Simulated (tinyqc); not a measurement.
Inside a calculation. Model: electron continuity equation in a given potential, Scharfetter-Gummel discretisation.

Numbers from tinyqc (`OMP_NUM_THREADS=1 python tinyqc.py 2220025 2220026 out.jsonl`; about 0.01 s on one thread of a shared Intel Xeon 2.30GHz). Printed values are rounded.

Steady state in one dimension: J = q mu n E + q D dn/dx with E = -dpsi/dx and D = mu Vt, dJ/dx = q (n/tau - G), fixed densities nL and nR at the ends. The potential is given, psi = U x/L, and is not changed by the electrons.

Parameters, values chosen for the exercise; mobility close to that of germanium at room temperature: temperature T = 293 K; electron mobility mu = 3970 cm^2/(V s); length of the region L = 0.39 um; density at x = 0 nL = 1.9e15 cm^-3; density at x = L nR = 0 cm^-3; lifetime tau = 1.5e-11 s; uniform generation rate G = 0 cm^-3 s^-1; potential difference psi(L) - psi(0) U = 0.5 V.

Constants: q = 1.602176634e-19 C, kB = 1.380649e-23 J/K, Vt = kB T/q. Results are converted to the units shown.

Range of the model: The drift velocity mu E exceeds 1e7 cm/s somewhere, where real mobilities no longer stay constant.

## Potential on the mesh

12 equal intervals, h = L/12; psi = U x/L.

psi, node 0 to 12 (V): [0.000000, 0.041667, 0.083333, 0.125000, 0.166667, 0.208333, 0.250000, 0.291667, 0.333333, 0.375000, 0.416667, 0.458333, 0.500000]

## Bernoulli factors

d_i = (psi_(i+1) - psi_i)/Vt; B(d) = d/(exp(d) - 1), B(0) = 1. The flux on interval i is J_i = (q D/h) [n_(i+1) B(d_i) - n_i B(-d_i)].

d_i, interval 0 to 11: [1.65024, 1.65024, 1.65024, 1.65024, 1.65024, 1.65024, 1.65024, 1.65024, 1.65024, 1.65024, 1.65024, 1.65024]
B(d_i), interval 0 to 11: [0.392145, 0.392145, 0.392145, 0.392145, 0.392145, 0.392145, 0.392145, 0.392145, 0.392145, 0.392145, 0.392145, 0.392145]
B(-d_i), interval 0 to 11: [2.04239, 2.04239, 2.04239, 2.04239, 2.04239, 2.04239, 2.04239, 2.04239, 2.04239, 2.04239, 2.04239, 2.04239]

The largest |d_i| is 1.65, below 2, so central differences would also keep densities positive.

## Tridiagonal system for the inner nodes

Row i (1 to 11): B(-d_(i-1)) n_(i-1) + b_i n_i + B(d_i) n_(i+1) = f_i with b_i = -B(-d_i) - B(d_(i-1)) - h^2/(D tau) and f_i = -G h^2/D; the known end values are moved to the right: f_1 loses B(-d_0) nL and f_11 loses B(d_11) nR. h = L/12, D = mu Vt.

diagonal b, node 1 to 11: [-2.44156, -2.44156, -2.44156, -2.44156, -2.44156, -2.44156, -2.44156, -2.44156, -2.44156, -2.44156, -2.44156]
right side f, node 1 to 11 (cm^-3): [-3.88054e15, 0, 0, 0, 0, 0, 0, 0, 0, 0, 0]

## Densities and current

B(d_i) and B(-d_i) are the Bernoulli factors of the potential steps, b and f the diagonal and right side. Solve B(-d_(i-1)) n_(i-1) + b_i n_i + B(d_i) n_(i+1) = f_i (end values already in f), then J_i = (q D/h) [n_(i+1) B(d_i) - n_i B(-d_i)], h = L/12, D = mu Vt.

n, node 0 to 12 (cm^-3): [1.9e15, 1.89195e15, 1.88394e15, 1.87596e15, 1.86802e15, 1.86009e15, 1.85215e15, 1.84393e15, 1.83417e15, 1.81618e15, 1.75505e15, 1.46812e15, 0]
J, interval 0 to 11 (in units of 1e4 A/cm^2): [-1.55095, -1.54438, -1.53784, -1.53133, -1.52484, -1.51838, -1.51196, -1.50555, -1.49919, -1.49288, -1.48679, -1.48169]

Against a mesh 200 times finer the densities are off by at most 0.0025 % of their local values.
